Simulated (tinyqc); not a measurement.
Frequency dispersion of an accumulation capacitance by border traps, distributed model: two steps of the calculation.

Traps spread evenly through the insulator exchange electrons with the semiconductor by tunnelling, with tau(x) = t0 exp(2 ka x) at depth x from the interface. The admittance per area Y seen at depth x obeys dY/dx = -Y^2/(i w eps0 eox) + q Nb ln(1 + i w tau)/tau, with Y(0) = i w Cs and w = 2 pi f; the gate sees Y(tox) = G + i w C. Working variable y = Y/(i w), in uF/cm^2. Cox = eps0 eox/tox.

Values chosen for this exercise; permittivity close to that of hafnium oxide:

| symbol | value | unit | meaning |
|---|---|---|---|
| eox | 19.2 |  | relative permittivity of the insulator |
| tox | 4.3 | nm | insulator thickness |
| Cs | 1.9 | uF/cm^2 | semiconductor capacitance in accumulation |
| Nb | 4.8e19 | cm^-3 eV^-1 | density of border traps |
| ka | 5 | 1/nm | decay constant of the wave function in the insulator |
| t0 | 1e-10 | s | time constant of a trap at the interface |
| f | 10000 | Hz | frequency |
| xe | 1.7 | nm | depth down to which the steps are taken |

Constants: q = 1.602176634e-19 C, eps0 = 8.8541878128e-14 F/cm where lengths are in cm. Results are converted to the units shown.

Question 1. Scales and lumped estimate. Cox; trap-free value 1/(1/Cox + 1/Cs); response depth d = ln(1/(w t0))/(2 ka), where w tau = 1; lumped estimate: all traps within d act as C_bt = q Nb d placed at d/2, so C = 1/{1/[1/(1/Cs + d/(2 eps0 eox)) + C_bt] + (tox - d/2)/(eps0 eox)}.

Wanted: Cox; trap-free C; d; C_bt; lumped C.

Answer 1.

Cox = 3.953 uF/cm^2
trap-free C = 1.283 uF/cm^2
d = 1.198 nm
C_bt = 0.9211 uF/cm^2
lumped C = 1.701 uF/cm^2

The traps within reach amount to 0.485 Cs and lie in the first 27.9 % of the insulator.

Question 2. Midpoint steps through the active depth. In terms of y: dy/dx = -y^2/(eps0 eox) + s(x), s = q Nb ln(1 + z)/z, z = i w tau. 8 midpoint steps of h = xe/8: y_half = y + (h/2) y'(x, y), y(new) = y + h y'(x + h/2, y_half).

Find: x; s; y.

Answer 2.

| point | x (nm) | s (uF/(cm^2 nm)) | y (uF/cm^2) |
|---|---|---|---|
| 0 | 0 | 0.76904+0.00000i | 1.9000+0.0000i |
| 1 | 0.21250 | 0.76904-0.00002i | 2.0154+0.0000i |
| 2 | 0.42500 | 0.76904-0.00017i | 2.1252+0.0000i |
| 3 | 0.63750 | 0.76904-0.00142i | 2.2293-0.0001i |
| 4 | 0.85000 | 0.76880-0.01187i | 2.3277-0.0010i |
| 5 | 1.0625 | 0.75256-0.09624i | 2.4202-0.0081i |
| 6 | 1.2750 | 0.40429-0.30872i | 2.4846-0.0555i |
| 7 | 1.4875 | 0.06431-0.12299i | 2.4441-0.0984i |
| 8 | 1.7000 | 0.00793-0.02545i | 2.3763-0.1042i |

Numbers from tinyqc (`OMP_NUM_THREADS=1 python tinyqc.py 2202175 2202176 out.jsonl`; about 0.4 s on one thread of a shared Intel Xeon 2.30GHz).
